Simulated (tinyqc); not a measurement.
# Resistance of a source-drain extension with a graded tip: what changes with what

y runs along the channel, the gate covers y > 0. The doping is N0 for y < y0 and N0 10^(-(y - y0)/la) beyond, uniform over the depth xj. Sheet conductance s(y) = q mu(N) max(N - Nch, 0) xj + (for y > 0) ma Cox Vo, with mu(N) = u0 + (u1 - u0)/(1 + (N/Nr)^au) and Cox = eps0 eox/tox. Current is taken as one-dimensional; depletion of the tip, spreading and the contact are left out. The metallurgical junction lies at yj, where N = Nch.

Parameters, values chosen for the exercise; mobility law close to that of holes in silicon:

| symbol | value | unit | meaning |
|---|---|---|---|
| eox | 9.17 |  | relative permittivity of the gate insulator (close to aluminium oxide) |
| tox | 8.2 | nm | insulator thickness |
| N0 | 1.8e20 | cm^-3 | active doping of the extension far from the gate |
| la | 2.3 | nm/decade | lateral abruptness |
| y0 | 4.9 | nm | position under the gate where the fall begins (gate edge at 0) |
| xj | 29 | nm | depth of the extension |
| Nch | 1.9e18 | cm^-3 | channel doping |
| Ls | 15 | nm | spacer length |
| Vo | 0.79 | V | gate overdrive |
| ma | 52 | cm^2/(V s) | mobility of the gate-induced layer |
| u1 | 470.5 | cm^2/(V s) | mobility at low doping |
| u0 | 44.9 | cm^2/(V s) | mobility at high doping |
| Nr | 2.23e17 | cm^-3 | reference doping |
| au | 0.719 |  | exponent |
| Lg | 45 | nm | gate length |

Constants: q = 1.602176634e-19 C, eps0 = 8.8541878128e-14 F/cm where lengths are in cm. Results are converted to the units shown.

Each table varies one quantity; the others keep the values above.

## Abruptness at a fixed junction position

R_spacer = integral of dy/s from -Ls to 0, R_ov from 0 to yj, R_channel = (Lg - 2 yj)/(ma Cox Vo), R_total = 2 R_spacer + 2 R_ov + R_channel. Electrical length L_eff = ma Cox dR_total/d(1/Vo); R_series = R_total - L_eff/(ma Cox Vo). y0 is moved with la so that yj stays at 9.4460 nm.

The same in every row: yj (nm) = 9.446; R_channel (ohm um) = 641.9.

Abruptness at a fixed junction position:
```
la (nm/decade)	R_spacer (ohm um)	R_ov (ohm um)	R_total (ohm um)	L_eff (nm)	R_series (ohm um)
1	3.751	9.669	668.7	26.37	20.50
2.3	3.751	19.20	687.8	26.70	31.37
3.6	3.751	28.73	706.8	27.03	42.24
4.9	3.754	38.26	725.9	27.37	53.12
6.1	4.180	46.64	743.5	27.67	63.21
7.4	5.506	54.91	762.7	28.00	74.31
8.7	7.724	62.35	782.0	28.32	85.71
10	10.77	69.08	801.6	28.64	97.50
```

Read the table: what changes, and by how much?

As la goes from 1 to 10 nm/decade, R_total rises from 669 to 802 ohm um, R_spacer rises from 3.75 to 10.8 ohm um and R_ov rises from 9.67 to 69.1 ohm um. R_total changes on average by 14.8 ohm um for each nm/decade. L_eff exceeds the metallurgical length by 0.258 nm in the first row and 2.53 nm in the last, since the gate also controls the lightly doped tips.

## Effect of the active doping of the extension far from the gate

Same model as above.

Results:
```
N0 (cm^-3)	yj (nm)	R_spacer (ohm um)	R_ov (ohm um)	R_channel (ohm um)	R_total (ohm um)	L_eff (nm)	R_series (ohm um)
2e19	7.251	29.22	25.08	749.8	858.4	31.13	92.93
3.1e19	7.689	19.53	22.95	728.2	813.2	30.23	69.92
4.7e19	8.105	13.31	21.52	707.8	777.5	29.39	54.89
7.2e19	8.531	8.946	20.48	686.9	745.7	28.53	44.22
1.7e20	9.389	3.962	19.25	644.7	691.1	26.81	31.90
2.6e20	9.813	2.631	18.92	623.8	666.9	25.96	28.58
4e20	10.24	1.731	18.69	602.6	643.5	25.10	26.32
```

Estimate the missing row, N0 = 1.1e20 cm^-3.

Computed row:
```
N0 (cm^-3)	yj (nm)	R_spacer (ohm um)	R_ov (ohm um)	R_channel (ohm um)	R_total (ohm um)	L_eff (nm)	R_series (ohm um)
1.1e20	8.954	6.000	19.76	666.0	717.6	27.68	36.96
```

With this row back in the table: As N0 goes from 2e19 to 4e20, R_total falls from 858 to 643 ohm um, L_eff falls from 31.1 to 25.1 nm and R_series falls from 92.9 to 26.3 ohm um.

Program tinyqc, `OMP_NUM_THREADS=1 python tinyqc.py 2282238 2282239 out.jsonl`; Intel Xeon 2.30GHz, shared host, one thread, about 0.06 s.
